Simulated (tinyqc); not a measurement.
Worked calculation: bottom-up copper filling of a trench by curvature-enhanced accelerator coverage. Computed by tinyqc, a small Python program that keeps every step. Command: `OMP_NUM_THREADS=1 python tinyqc.py 3003982 3003983 out.jsonl superfill walk`. One thread of a shared host (Intel(R) Xeon(R) Processor @ 2.30GHz), about 0.05 s of CPU time with the checks. Intermediate numbers are printed to about 6 digits and carried at full precision; extremes and crossings named in words are read from the listed rows.

A rectangular trench keeps vertical walls and a flat floor. An accelerator floats on the surface; where area is lost in the corners it is passed on to the floor.

Inputs (values chosen for the exercise, close to those used for damascene copper plating):
```
quantity,value,unit
trench width w,110,nm
aspect ratio h/w,1.4,-
exchange current of the suppressed surface i_0,0.011,mA/cm^2
exchange current of the accelerated surface i_1,0.83,mA/cm^2
transfer coefficient alpha,0.46,-
overpotential eta,0.15,V
starting coverage theta_0,0.0094,-
adsorption rate k_a,5e-05,1/s
cupric ion concentration C,0.22,mol/l
diffusivity D,3.7e-06,cm^2/s
boundary layer delta,38,um
temperature T,298,K
```

Constants: e = 1.602176634e-19 C; N_A = 6.02214076e+23 1/mol; k_B = 8.617333262e-05 eV/K.

## Velocities

Kinetic current i_k = [i_0 (1 - theta) + i_1 theta] exp(alpha eta/(k_B T)), limit i_L = 2 F D C/delta, i = 1/(1/i_k + 1/i_L); velocity v = i Omega/(2F), Omega = 7.11 cm^3/mol, F = e N_A. Depletion inside the trench is ignored.

limiting current i_L = 41.3363 mA/cm^2

velocity at theta = 0 = 0.0592933 nm/s

velocity at theta_0 = 0.100517 nm/s

velocity at theta = 1 = 3.46856 nm/s

ratio v(1)/v(theta_0) = 34.5071

Without acceleration the walls meet when the floor has risen by w/2, so a seam-free fill needs a mean floor-to-wall speed ratio of at least 2 h/w = 2.8.

## First rates

At the start theta_b = theta_s = theta_0 and x = w/2: d theta_b/dt = k_a (1 - theta_0) + 2 theta_0 v/x (theta_b on the floor, theta_s on the walls, x the half width). At this initial relative rate the doubling time without adsorption would be x ln2/(2 v).

rate from adsorption = 4.95300e-05 1/s

rate from area loss = 3.43586e-05 1/s

doubling time = 189.635 s

## Filling

Half width x, floor height y, depth h = aspect ratio x w. dx/dt = -v_s, dy/dt = v_b. d theta_b/dt = k_a (1 - theta_b) + [theta_s v_b + theta_b v_s]/x: the floor takes the accelerator of the wall it covers and keeps its own as it narrows. d theta_s/dt = k_a (1 - theta_s). theta_b is capped at 1. Integrate (tolerance 1e-9) until the walls meet (x = 0.02 w/2) or the floor passes the original mouth y = h. Start: x = w/2, y = 0, theta_b = theta_s = theta_0. Height filled = y/h, opening left = x/(w/2).

Course of the fill (nine evenly spaced times):
```
t (s),x (nm),y (nm),theta_b,theta_s,v_b/v_s
0.000,55.0000,0.000,0.009400,0.0094000,1.0000
44.387,50.3252,4.851,0.013586,0.0115960,1.0789
88.773,45.2252,10.627,0.019051,0.0137872,1.1916
133.160,39.7013,17.646,0.026662,0.0159735,1.3593
177.547,33.7550,26.461,0.038167,0.0181550,1.6242
221.933,27.3879,38.131,0.057629,0.0203316,2.0823
266.320,20.6014,55.001,0.096612,0.0225034,2.9983
310.707,13.3968,83.670,0.201731,0.0246704,5.3733
355.093,5.7758,154.000,0.786392,0.0268326,16.3030
```

time at the end = 355.093 s

share of the height filled from the floor = 1

opening left, as a share of w = 0.105014

The floor escapes with 11 % of the opening left: a seam-free fill, and the enriched floor will overshoot into a bump. Caution: real profiles develop slanted corners, and accelerator is consumed; both are left out.

## The window in starting coverage

The formulas are those given above.

Outcome:
```
theta_0,v(1)/v(theta_0),height filled,opening left,time (s)
0.001,54.4604,1.00000,0.070683,453.014
0.003,47.8592,1.00000,0.079010,426.877
0.010,33.6293,1.00000,0.107286,349.240
0.020,23.6381,1.00000,0.138832,270.177
0.050,12.5661,1.00000,0.178841,154.842
0.100,7.1274,1.00000,0.156622,93.636
0.200,3.8947,0.96946,0.020000,60.202
0.400,2.1208,0.65307,0.020000,32.921
0.800,1.1899,0.41267,0.020000,18.489
```

The fill succeeds for theta_0 from 0.001 to 0.1 among these rows, with the widest margin at 0.05. Too much speeds the walls as well and removes the contrast.

Checks made by the program: wall coverage against its closed form (relative difference below 1e-10).
